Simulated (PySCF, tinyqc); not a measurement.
Inside a calculation. Method: CIS on RHF in the sto-3g basis, for BeH+, spin multiplicity 1. The lowest restricted solution is unstable here: a spin-polarised one lies 0.0069 hartree lower (PySCF). Computed by tinyqc, a small Python program that keeps every step (integrals from PySCF). Settings: charge = 1, multiplicity = 1, basis = sto-3g, method = RHF, energy threshold = 1e-10, iteration cap = 60, orthogonalisation = symmetric, start = atomic densities, DIIS depth = 6. Command: `OMP_NUM_THREADS=1 python tinyqc.py 24439 24440 out.jsonl` (the two numbers bound the seeds that draw the settings). One thread of a shared host (Intel(R) Xeon(R) Processor @ 2.60GHz), about 0.08 s of CPU time with the checks. The early iterations of the SCF are left out here.

## One-electron integrals

Geometry (angstrom):
```
atom,x,y,z
Be,0.000000,0.000000,0.000000
H,0.000000,0.000000,1.826000
```

Basis sto-3g: exponents (1/bohr^2) and contraction coefficients of normalised primitives:
```
element,l (shell),exponent,coefficient
Be,s (1),30.167871,0.154329
Be,s (1),5.495115,0.535328
Be,s (1),1.487193,0.444635
Be,s (2),1.314833,-0.099967
Be,s (2),0.305539,0.399513
Be,s (2),0.099371,0.700115
Be,p (3),1.314833,0.155916
Be,p (3),0.305539,0.607684
Be,p (3),0.099371,0.391957
H,s (1),3.425251,0.154329
H,s (1),0.623914,0.535328
H,s (1),0.168855,0.444635
```

Overlap, kinetic and nuclear-attraction integrals over the contracted functions; the nuclear repulsion is the sum of Za Zb / Rab.

nuclear repulsion = 1.15920528 hartree

overlap S:
```
,1Be 1s,1Be 2s,1Be 2px,1Be 2py,1Be 2pz,2H 1s
1Be 1s,1.000000,0.259517,0.000000,0.000000,0.000000,0.023835
1Be 2s,0.259517,1.000000,0.000000,0.000000,0.000000,0.283302
1Be 2px,0.000000,0.000000,1.000000,0.000000,0.000000,0.000000
1Be 2py,0.000000,0.000000,0.000000,1.000000,0.000000,0.000000
1Be 2pz,0.000000,0.000000,0.000000,0.000000,1.000000,0.367799
2H 1s,0.023835,0.283302,0.000000,0.000000,0.367799,1.000000
```

kinetic energy T (hartree):
```
,1Be 1s,1Be 2s,1Be 2px,1Be 2py,1Be 2pz,2H 1s
1Be 1s,6.693975,-0.033012,0.000000,0.000000,0.000000,-0.007188
1Be 2s,-0.033012,0.211111,0.000000,0.000000,0.000000,0.015870
1Be 2px,0.000000,0.000000,0.660592,0.000000,0.000000,0.000000
1Be 2py,0.000000,0.000000,0.000000,0.660592,0.000000,0.000000
1Be 2pz,0.000000,0.000000,0.000000,0.000000,0.660592,0.068662
2H 1s,-0.007188,0.015870,0.000000,0.000000,0.068662,0.760032
```

nuclear attraction V (hartree):
```
,1Be 1s,1Be 2s,1Be 2px,1Be 2py,1Be 2pz,2H 1s
1Be 1s,-14.850893,-1.974454,0.000000,0.000000,-0.009693,-0.180588
1Be 2s,-1.974454,-2.598613,0.000000,0.000000,-0.097250,-0.653652
1Be 2px,0.000000,0.000000,-2.557401,0.000000,0.000000,0.000000
1Be 2py,0.000000,0.000000,0.000000,-2.557401,0.000000,0.000000
1Be 2pz,-0.009693,-0.097250,0.000000,0.000000,-2.624944,-0.827617
2H 1s,-0.180588,-0.653652,0.000000,0.000000,-0.827617,-2.384766
```

core Hamiltonian H = T + V (hartree):
```
,1Be 1s,1Be 2s,1Be 2px,1Be 2py,1Be 2pz,2H 1s
1Be 1s,-8.156919,-2.007466,0.000000,0.000000,-0.009693,-0.187776
1Be 2s,-2.007466,-2.387502,0.000000,0.000000,-0.097250,-0.637782
1Be 2px,0.000000,0.000000,-1.896809,0.000000,0.000000,0.000000
1Be 2py,0.000000,0.000000,0.000000,-1.896809,0.000000,0.000000
1Be 2pz,-0.009693,-0.097250,0.000000,0.000000,-1.964352,-0.758955
2H 1s,-0.187776,-0.637782,0.000000,0.000000,-0.758955,-1.624734
```

## Two-electron integrals

Functions are numbered as in S; the eight-fold symmetry (ij|kl) = (ji|kl) = (kl|ij) leaves the list below.

Two-electron integrals (ij|kl) in chemists' order, unique and non-zero (hartree):
```
i,j,k,l,(ij|kl)
1,1,1,1,2.298831
2,1,1,1,0.392036
2,1,2,1,0.079539
2,2,1,1,0.570988
2,2,2,1,0.143041
2,2,2,2,0.417683
3,1,3,1,0.014607
3,2,3,1,0.021888
3,2,3,2,0.092265
3,3,1,1,0.569578
3,3,2,1,0.143083
3,3,2,2,0.417589
3,3,3,3,0.449859
4,1,4,1,0.014607
4,2,4,1,0.021888
4,2,4,2,0.092265
4,3,4,3,0.024249
4,4,1,1,0.569578
4,4,2,1,0.143083
4,4,2,2,0.417589
4,4,3,3,0.401360
4,4,4,4,0.449859
5,1,5,1,0.014607
5,2,5,1,0.021888
5,2,5,2,0.092265
5,3,5,3,0.024249
5,4,5,4,0.024249
5,5,1,1,0.569578
5,5,2,1,0.143083
5,5,2,2,0.417589
5,5,3,3,0.401360
5,5,4,4,0.401360
5,5,5,5,0.449859
6,1,1,1,0.035495
6,1,2,1,0.007199
6,1,2,2,0.013070
6,1,3,3,0.012987
6,1,4,4,0.012987
6,1,5,1,0.000649
6,1,5,2,0.001226
6,1,5,5,0.013244
6,1,6,1,0.000684
6,2,1,1,0.115567
6,2,2,1,0.029532
6,2,2,2,0.098145
6,2,3,3,0.094112
6,2,4,4,0.094112
6,2,5,1,0.003779
6,2,5,2,0.026015
6,2,5,5,0.106113
6,2,6,1,0.002961
6,2,6,2,0.039497
6,3,3,1,0.002278
6,3,3,2,0.011597
6,3,5,3,0.004146
6,3,6,3,0.002939
6,4,4,1,0.002278
6,4,4,2,0.011597
6,4,5,4,0.004146
6,4,6,4,0.002939
6,5,1,1,0.136288
6,5,2,1,0.035160
6,5,2,2,0.121805
6,5,3,3,0.114791
6,5,4,4,0.114791
6,5,5,1,0.005950
6,5,5,2,0.039834
6,5,5,5,0.135699
6,5,6,1,0.003630
6,5,6,2,0.054797
6,5,6,5,0.077378
6,6,1,1,0.289471
6,6,2,1,0.075069
6,6,2,2,0.280284
6,6,3,3,0.261767
6,6,4,4,0.261767
6,6,5,1,0.009542
6,6,5,2,0.089122
6,6,5,5,0.316929
6,6,6,1,0.007579
6,6,6,2,0.153029
6,6,6,5,0.222321
6,6,6,6,0.774606
```

## Orthogonalisation

S = U s U^T; symmetric (Loewdin) form X = U s^(-1/2) U^T, so that X^T S X = 1.

eigenvalues of S: 0.512161  0.799056  1.000000  1.000000  1.184187  1.504596

X:
```
,1Be 1s,1Be 2s,1Be 2px,1Be 2py,1Be 2pz,2H 1s
1Be 1s,1.027398,-0.140875,0.000000,0.000000,-0.006683,0.020148
1Be 2s,-0.140875,1.064976,0.000000,0.000000,0.048224,-0.169676
1Be 2px,0.000000,0.000000,1.000000,0.000000,0.000000,0.000000
1Be 2py,0.000000,0.000000,0.000000,1.000000,0.000000,0.000000
1Be 2pz,-0.006683,0.048224,0.000000,0.000000,1.060562,-0.214161
2H 1s,0.020148,-0.169676,0.000000,0.000000,-0.214161,1.097274
```

## Iteration 9 (converged): orbitals

converged F (hartree):
```
,1Be 1s,1Be 2s,1Be 2px,1Be 2py,1Be 2pz,2H 1s
1Be 1s,-4.987915,-1.401092,0.000000,0.000000,0.016341,-0.130341
1Be 2s,-1.401092,-0.845374,0.000000,0.000000,-0.095394,-0.366976
1Be 2px,0.000000,0.000000,-0.123451,0.000000,0.000000,0.000000
1Be 2py,0.000000,0.000000,0.000000,-0.123451,0.000000,0.000000
1Be 2pz,0.016341,-0.095394,0.000000,0.000000,-0.228316,-0.318615
2H 1s,-0.130341,-0.366976,0.000000,0.000000,-0.318615,-0.408648
```

Diagonalise F' = X^T F X, C = X C', fill 2 alpha and 2 beta electrons from the bottom; D = 2 C_occ C_occ^T. Each column has its largest component positive (the first on a tie).

F' = X^T F X (hartree):
```
,1,2,3,4,5,6
1,-4.879986,-0.702663,0.000000,0.000000,0.014730,0.023521
2,-0.702663,-0.528090,0.000000,0.000000,-0.022314,-0.242397
3,0.000000,0.000000,-0.123451,0.000000,0.000000,0.000000
4,0.000000,0.000000,0.000000,-0.123451,0.000000,0.000000
5,0.014730,-0.022314,0.000000,0.000000,-0.134884,-0.245580
6,0.023521,-0.242397,0.000000,0.000000,-0.245580,-0.245716
```

orbital energies (hartree): MO1 -4.990693, MO2 -0.647263, MO3 -0.252182, MO4 -0.123451, MO5 -0.123451, MO6 0.101463

coefficients C:
```
,MO1,MO2,MO3,MO4,MO5,MO6
1Be 1s,0.993005,-0.200431,-0.198809,0.000000,0.000000,0.100429
1Be 2s,0.026041,0.662392,0.733691,0.000000,0.000000,-0.455403
1Be 2px,0.000000,0.000000,0.000000,0.992923,0.118764,0.000000
1Be 2py,0.000000,0.000000,0.000000,-0.118764,0.992923,0.000000
1Be 2pz,-0.001986,0.254610,-0.583243,0.000000,0.000000,-0.876370
2H 1s,-0.002824,0.499112,-0.385890,0.000000,0.000000,0.938637
```

D after iteration 9:
```
,1Be 1s,1Be 2s,1Be 2px,1Be 2py,1Be 2pz,2H 1s
1Be 1s,2.052464,-0.213810,0.000000,0.000000,-0.106008,-0.205684
1Be 2s,-0.213810,0.878883,0.000000,0.000000,0.337200,0.661069
1Be 2px,0.000000,0.000000,0.000000,0.000000,0.000000,0.000000
1Be 2py,0.000000,0.000000,0.000000,0.000000,0.000000,0.000000
1Be 2pz,-0.106008,0.337200,0.000000,0.000000,0.129660,0.254169
2H 1s,-0.205684,0.661069,0.000000,0.000000,0.254169,0.498242
```

Within a degenerate level the vectors are fixed only up to a rotation; this is one choice.

## Convergence

Stop when the energy changes by less than 1e-10 hartree and every element of the error matrix X^T (F D S - S D F) X is below 3e-06.

Course of the cycle:
```
iteration,E (hartree),change,largest element of the error matrix
1,-12.60369650,-,1.21e-01
2,-14.56963099,-1.97e+00,1.44e-01
3,-14.59975676,-3.01e-02,5.87e-02
4,-14.60910368,-9.35e-03,9.21e-03
5,-14.60934175,-2.38e-04,3.30e-03
6,-14.60936145,-1.97e-05,1.52e-04
7,-14.60936155,-9.91e-08,1.40e-05
8,-14.60936155,-7.84e-10,3.52e-07
9,-14.60936155,-2.95e-13,1.36e-08
```

PySCF RHF in the same basis = -14.60936155 hartree

Converged in 9 iterations.

## Integrals over molecular orbitals

(pq|rs) = sum C_ip C_jq C_kr C_ls (ij|kl), one index at a time.

one-electron integrals over orbitals h = C^T H C (hartree):
```
,1,2,3,4,5,6
1,-8.147482,0.173670,0.193474,0.000000,0.000000,-0.062967
2,0.173670,-1.983129,-0.073289,0.000000,0.000000,0.235476
3,0.193474,-0.073289,-1.860444,0.000000,0.000000,-0.099219
4,0.000000,0.000000,0.000000,-1.896809,0.000000,0.000000
5,0.000000,0.000000,0.000000,0.000000,-1.896809,0.000000
6,-0.062967,0.235476,-0.099219,0.000000,0.000000,-1.651366
```

Two-electron integrals over orbitals (pq|rs), unique and non-zero (hartree):
```
p,q,r,s,(pq|rs)
1,1,1,1,2.275737
2,1,1,1,-0.172519
2,1,2,1,0.021740
2,2,1,1,0.451396
2,2,2,1,-0.001151
2,2,2,2,0.454814
3,1,1,1,-0.171579
3,1,2,1,0.017841
3,1,2,2,-0.013787
3,1,3,1,0.026000
3,2,1,1,0.078244
3,2,2,1,-0.005680
3,2,2,2,-0.065359
3,2,3,1,0.001770
3,2,3,2,0.063983
3,3,1,1,0.521738
3,3,2,1,-0.010740
3,3,2,2,0.327385
3,3,3,1,0.002345
3,3,3,2,0.032043
3,3,3,3,0.425011
4,1,4,1,0.015583
4,2,4,1,0.014203
4,2,4,2,0.045828
4,3,4,1,0.013742
4,3,4,2,0.034772
4,3,4,3,0.048194
4,4,1,1,0.569240
4,4,2,1,-0.006069
4,4,2,2,0.348145
4,4,3,1,-0.006046
4,4,3,2,0.041167
4,4,3,3,0.381446
4,4,4,4,0.449859
5,1,5,1,0.015583
5,2,5,1,0.014203
5,2,5,2,0.045828
5,3,5,1,0.013742
5,3,5,2,0.034772
5,3,5,3,0.048194
5,4,5,4,0.024249
5,5,1,1,0.569240
5,5,2,1,-0.006069
5,5,2,2,0.348145
5,5,3,1,-0.006046
5,5,3,2,0.041167
5,5,3,3,0.381446
5,5,4,4,0.401360
5,5,5,5,0.449859
6,1,1,1,0.081951
6,1,2,1,-0.013555
6,1,2,2,-0.008864
6,1,3,1,-0.002135
6,1,3,2,0.007963
6,1,3,3,0.014734
6,1,4,4,0.002116
6,1,5,5,0.002116
6,1,6,1,0.015597
6,2,1,1,-0.134236
6,2,2,1,0.001257
6,2,2,2,0.019442
6,2,3,1,0.008498
6,2,3,2,-0.056075
6,2,3,3,-0.008094
6,2,4,4,-0.069224
6,2,5,5,-0.069224
6,2,6,1,0.005115
6,2,6,2,0.117285
6,3,1,1,0.077371
6,3,2,1,-0.003290
6,3,2,2,-0.056866
6,3,3,1,0.004995
6,3,3,2,0.060168
6,3,3,3,0.050233
6,3,4,4,0.037335
6,3,5,5,0.037335
6,3,6,1,0.007758
6,3,6,2,-0.061128
6,3,6,3,0.076969
6,4,4,1,-0.007020
6,4,4,2,-0.025269
6,4,4,3,-0.007551
6,4,6,4,0.022188
6,5,5,1,-0.007020
6,5,5,2,-0.025269
6,5,5,3,-0.007551
6,5,6,5,0.022188
6,6,1,1,0.481547
6,6,2,1,-0.001926
6,6,2,2,0.461309
6,6,3,1,-0.012528
6,6,3,2,-0.069538
6,6,3,3,0.355389
6,6,4,4,0.351281
6,6,5,5,0.351281
6,6,6,1,-0.007241
6,6,6,2,0.045611
6,6,6,3,-0.060181
6,6,6,6,0.498114
```

## CIS matrix, singlets

A(ia,jb) = (e_a - e_i) d_ij d_ab + 2 (ia|jb) - (ij|ab).

CIS matrix A, singlet (hartree):
```
,1>3,1>4,1>5,1>6,2>3,2>4,2>5,2>6
1>3,4.268774,0.000000,0.000000,-0.081641,0.014279,0.000000,0.000000,0.020286
1>4,0.000000,4.329169,0.000000,0.000000,0.000000,0.034476,0.000000,0.000000
1>5,0.000000,0.000000,4.329169,0.000000,0.000000,0.000000,0.034476,0.000000
1>6,-0.081641,0.000000,0.000000,4.641803,0.019217,0.000000,0.000000,0.012156
2>3,0.014279,0.000000,0.000000,0.019217,0.195662,0.000000,0.000000,-0.055283
2>4,0.000000,0.034476,0.000000,0.000000,0.000000,0.267323,0.000000,0.000000
2>5,0.000000,0.000000,0.034476,0.000000,0.000000,0.000000,0.267323,0.000000
2>6,0.020286,0.000000,0.000000,0.012156,-0.055283,0.000000,0.000000,0.521988
```

## CIS singlet states

dipole integrals <i|r|a> (bohr):
```
,x,y,z
1>3,0.000000,0.000000,-0.092199
1>4,0.145640,-0.017420,0.000000
1>5,0.017420,0.145640,0.000000
1>6,0.000000,0.000000,-0.112928
2>3,0.000000,0.000000,-1.224788
2>4,0.907487,-0.108545,0.000000
2>5,0.108545,0.907487,0.000000
2>6,0.000000,0.000000,0.823994
```

Diagonalise A (1 hartree = 27.211386 eV); each vector has its largest component positive (the first on a tie). The transition dipole is mu = sqrt2 sum c_ia <i|r|a>.

singlet excitation energies (eV): 5.071512  7.266263  7.266263  14.449096  115.700048  117.810650  117.810650  126.776728

lowest vectors:
```
,state 1,state 2,state 3,state 4,state 5,state 6
1>3,-0.004356,0.000000,0.000000,-0.004781,0.978827,0.000000
1>4,0.000000,-0.008485,-0.000172,0.000000,0.000000,0.038960
1>5,0.000000,0.000172,-0.008485,0.000000,0.000000,0.999205
1>6,-0.004780,0.000000,0.000000,-0.002250,0.204556,0.000000
2>3,0.986613,0.000000,0.000000,-0.162985,0.004334,0.000000
2>4,0.000000,0.999758,0.020281,0.000000,0.000000,0.000331
2>5,0.000000,-0.020281,0.999758,0.000000,0.000000,0.008480
2>6,0.162953,0.000000,0.000000,0.986614,0.005926,0.000000
```

oscillator strengths 2/3 w |mu|^2: 0.286199  0.296575  0.296575  0.726924  0.073383  0.137668

Within a degenerate level the vectors are fixed only up to a rotation; this is one choice.

## CIS matrix, triplets

A(ia,jb) = (e_a - e_i) d_ij d_ab - (ij|ab).

CIS matrix A, triplet (hartree):
```
,1>3,1>4,1>5,1>6,2>3,2>4,2>5,2>6
1>3,4.216773,0.000000,0.000000,-0.077371,0.010740,0.000000,0.000000,0.003290
1>4,0.000000,4.298002,0.000000,0.000000,0.000000,0.006069,0.000000,0.000000
1>5,0.000000,0.000000,4.298002,0.000000,0.000000,0.000000,0.006069,0.000000
1>6,-0.077371,0.000000,0.000000,4.610609,0.003290,0.000000,0.000000,0.001926
2>3,0.010740,0.000000,0.000000,0.003290,0.067696,0.000000,0.000000,0.056866
2>4,0.000000,0.006069,0.000000,0.000000,0.000000,0.175668,0.000000,0.000000
2>5,0.000000,0.000000,0.006069,0.000000,0.000000,0.000000,0.175668,0.000000
2>6,0.003290,0.000000,0.000000,0.001926,0.056866,0.000000,0.000000,0.287418
```

## CIS triplet states

Diagonalise A (1 hartree = 27.211386 eV); each vector has its largest component positive (the first on a tie).

triplet excitation energies (eV): 1.464701  4.779916  4.779916  8.197503  114.346383  116.954844  116.954844  125.859848

lowest vectors:
```
,state 1,state 2,state 3,state 4,state 5,state 6
1>3,-0.002332,0.000000,0.000000,-0.001478,0.982529,0.000000
1>4,0.000000,-0.000826,-0.001219,0.000000,0.000000,0.924594
1>5,0.000000,-0.001219,0.000826,0.000000,0.000000,0.380952
1>6,-0.000641,0.000000,0.000000,-0.000641,0.186087,0.000000
2>3,0.971629,0.000000,0.000000,0.236496,0.002713,0.000000
2>4,0.000000,0.560730,0.827998,0.000000,0.000000,0.001361
2>5,0.000000,0.827998,-0.560730,0.000000,0.000000,0.000561
2>6,-0.236499,0.000000,0.000000,0.971631,0.000957,0.000000
```

Within a degenerate level the vectors are fixed only up to a rotation; this is one choice.
